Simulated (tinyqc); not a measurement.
Impurity fraction: conduction-band anticrossing with a localised impurity level.

Host conduction band EM(k) = Eg - al x + c k^2/mM, c = hbar^2/2m0, coupled to a flat level EI by V = C sqrt(x): H = [[EM, V], [V, EI]], E+/- = (EM + EI)/2 +/- sqrt((EM - EI)^2/4 + V^2). The host weight of a state at E is f = 1/(1 + V^2/(E - EI)^2), and its mass at k = 0 is mM/f. The gap is E-(0), the valence top staying at 0.

Constants: hbar^2/2m0 = 3.80998211 eV angstrom^2.

Values chosen for the exercise (host near GaAs; not measured data):
```
symbol  value   unit  meaning
Eg      1.539   eV    gap at Gamma to the s-like level
mM      0.0675  m0    mass of the host band
EI      1.767   eV    impurity level, from the valence top of the host
C       3.16    eV    coupling
al      1.06    eV    linear shift of the host edge
```

The last column is the bowing that a quadratic law would need at that x, (Eg - gap)/(x (1 - x)), with equal end gaps.

Results:
```
x (%)  E- (eV)  E+ (eV)  gap (eV)  host weight of E-  mass of E-  bowing (eV)
0.1     1.5005   1.8045    1.5005              0.877      0.0770         38.6
0.2     1.4697   1.8342    1.4697              0.816      0.0828         34.7
0.5     1.3983   1.9024    1.3983              0.731      0.0923         28.3
1.0     1.3099   1.9855    1.3099              0.677      0.0998         23.1
2.0     1.1785   2.1063    1.1785              0.634      0.1064         18.4
3.0     1.0746   2.1996    1.0746              0.615      0.1097         16.0
5.0     0.9061   2.3469    0.9061              0.598      0.1130         13.3
8.0     0.7032   2.5180    0.7032              0.586      0.1152         11.4
```

The apparent bowing falls from 38.6 to 11.4 eV, so no single constant describes the gap: the part from the coupling goes as x while V is small against |EM - EI| and as sqrt(x) beyond (V = |Eg - EI| near x = 0.52 %), with the linear term al x on top; the fall of the gap goes as the power 0.85 of x between the first two rows and 0.59 between the last two. The mass of E- goes from 0.0770 to 0.1152, higher although the gap falls, against the usual k.p trend; with al = 0 the weight tends to 1/2 at large x.

Program tinyqc; command `OMP_NUM_THREADS=1 python tinyqc.py 1080077 1080078 out.jsonl`; about 0.01 s on one thread of a shared Intel(R) Xeon(R) Processor @ 2.30GHz.
